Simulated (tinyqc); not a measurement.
From film after the bake back to spin speed f: spin coating of a resist or spin-on film: centrifugal thinning, evaporation and the final thickness (Emslie and Meyerhofer models). Computed by tinyqc, a small Python program. Command: `OMP_NUM_THREADS=1 python tinyqc.py 3110179 3110180 out.jsonl spincoat inv`. One thread of a shared host (Intel(R) Xeon(R) Processor @ 2.30GHz), about 0.3 s of CPU time with the checks.

A Newtonian film stays uniform over the wafer; solvent and solids have the same density and the concentration is uniform through the thickness.

Inputs (values chosen for the exercise, of the order of those of a polymer resist in an ester solvent): solids volume fraction c0 = 0.3; kinematic viscosity of the solvent nu_s = 0.93 mm^2/s; viscosity constant k = 350 mm^2/s; viscosity exponent gamma = 3.5; evaporation rate at 1000 rpm e0 = 0.074 micrometre/s; starting thickness h0 = 200 micrometre; shrinkage in the bake = 1.1 %.

Method:
- omega = 2 pi f/60; nu(c) = nu_s + k c^gamma; evaporation rate e = e0 sqrt(f/1000 rpm).
- Full model for solids s and liquid l per area, h = s + l, c = s/h: ds/dt = -c Q, dl/dt = -(1 - c) Q - e, Q = 2 omega^2 h^3/(3 nu(c)); integrated adaptively (relative tolerance 1e-9) until l = 0.
- Dry film = s at l = 0, before the bake; film after the bake = s x (1 - shrinkage).

Question. A run gave the result below. Find the spin speed f, known to lie between 930 and 2500 rpm.

film after the bake = 1241.597 nm

Answer.

Each step takes the trial c = (a f_b - b f_a)/(f_b - f_a), f being the result less the target and a, b, c the logarithms of the listed values; c replaces end b, the old b replaces a if the sign of f changed, and otherwise f_a is halved.

Scan of the range:
```
spin speed f (rpm)  film after the bake (nm)
930                                  1544.97
1100                                 1420.58
1290                                 1311.80
1520                                 1208.48
1800                                 1110.52
2120                                 1023.28
2500                                  942.31
```

False position (Illinois rule, in the logarithm of the input) inside the bracket:
```
step    end a    end b    trial  film after the bake (nm)
1     1290.00  1520.00  1442.13                   1240.68
2     1290.00  1442.13  1438.04                   1242.44
3     1442.13  1438.04  1440.00                   1241.60
4     1438.04  1440.00  1440.00                   1241.60
```

Film after the bake falls at every point of a 13-point scan of the range (every second point is shown), so one value fits; it is bracketed by 1290 and 1520. Answer: spin speed f = 1440 rpm.
